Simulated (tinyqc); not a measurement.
# MOSFET in the linear regime without short-channel effects, parameter extraction from computed curves, step by step

Program tinyqc, `OMP_NUM_THREADS=1 python tinyqc.py 2210131 2210132 out.jsonl`; Intel Xeon 2.30GHz, shared host, one thread, about 0.01 s. Printed values are rounded.

Inversion charge Q = Cox n Vt W0(exp((Vg - VT)/(n Vt))), W0 the Lambert function and n = nf; u = Q/Cox; mobility mu = mu0/(1 + th1 u + th2 u^2); channel resistance Rch = (L - dL)/(W mu Q); Id = Vd/(Rch + Rsd/W). Cox = eps0 eox/tox. Small Vd, no channel-length or drain effects.

Inputs (values chosen for the exercise); channel values of the order met in silicon transistors: temperature T = 200 K; relative permittivity of the gate insulator (close to aluminium oxide) eox = 8.76; insulator thickness tox = 4.5 nm; low-field mobility mu0 = 200 cm^2/(V s); first mobility attenuation factor th1 = 0.37 1/V; second mobility attenuation factor th2 = 0 1/V^2; threshold voltage VT = 0.46 V; body factor nf = 1.26; gate width W = 10 um; drawn gate length L = 0.18 um; drawn less effective length dL = 0.006 um; source plus drain resistance Rsd = 88 ohm um; drain voltage Vd = 0.025 V.

Constants: q = 1.602176634e-19 C, kB = 1.380649e-23 J/K, Vt = kB T/q, eps0 = 8.8541878128e-14 F/cm where lengths are in cm. Results are converted to the units shown.

## Transfer curve

Vg, point 0 to 10 (V): 0.3  0.38  0.46  0.54  0.62  0.7  0.78  0.86  0.94  1.02  1.1

u, mu, Rch and Id as defined.

```
point       u (V)  mu (cm^2/(V s))  Rch (ohm)     Id (uA)
0      1.36975e-5          199.999  3.68503e6  0.00678419
1      5.32350e-4          199.961    94834.7    0.263592
2       0.0123159          199.093    4117.06     6.05934
3       0.0584854          195.764    881.717     28.0736
4        0.122441          191.332    430.919     56.8545
5        0.192603          186.695    280.744     86.3425
6        0.265623          182.103    208.702     114.941
7        0.340246          177.637    167.025     142.187
8        0.415887          173.329    140.044     167.961
9        0.492227          169.187    121.221     192.277
10       0.569077          165.213    107.373     215.197
```

## Threshold and mobility at the peak transconductance

gm_i = (Id_(i+1) - Id_(i-1))/(Vg_(i+1) - Vg_(i-1)); at the point j of largest gm the tangent meets the axis at V_ext = Vg_j - Id_j/gm_j; field-effect mobility gm_j L/(W Cox Vd) with the drawn L.

gm, point 1 to 9 (uS): 37.8285  173.812  317.470  364.181  363.043  349.026  331.375  313.066  295.222
j = 4
V_ext = 0.463884 V
field-effect mobility = 152.128 cm^2/(V s)

V_ext is 3.9 mV above the model VT, and the mobility so found is 26 % below mu0 L/(L - dL) = 207 cm^2/(V s), the value for the drawn L; attenuation, series resistance and the slow approach of Q to a straight line all lower the peak gm.

## The Y function

Y_i = Id_i/sqrt(gm_i). For Id = beta Vd x/(1 + th x), x = Vg - VT, Y = sqrt(beta Vd) x whatever th. Slope s from points 6 and 9; VT_Y = Vg - Y/s at point 9; beta = s^2/Vd; mobility beta L/(W Cox) with the drawn L; th* = (beta Vd x/Id - 1)/x at point 9.

Y, point 1 to 9 (uA^0.5 V^0.5): 0.0428571  0.459605  1.57560  2.97925  4.53154  6.15245  7.81087  9.49274  11.1906
s = 20.9924 uA^0.5 V^-0.5
VT_Y = 0.486920 V
beta = 17627.2 uA/V^2
mobility from Y = 184.083 cm^2/(V s)
th* = 0.416003 1/V

The mobility from Y is 11 % below mu0 L/(L - dL) = 207 cm^2/(V s), which it should reach in deep inversion when th2 = 0. th* compares with th1 + mu0 Cox Rsd/(L - dL) = 0.544 1/V, since series resistance enters like th1. The match is poor here: at these overdrives Q is not yet a straight line in Vg.
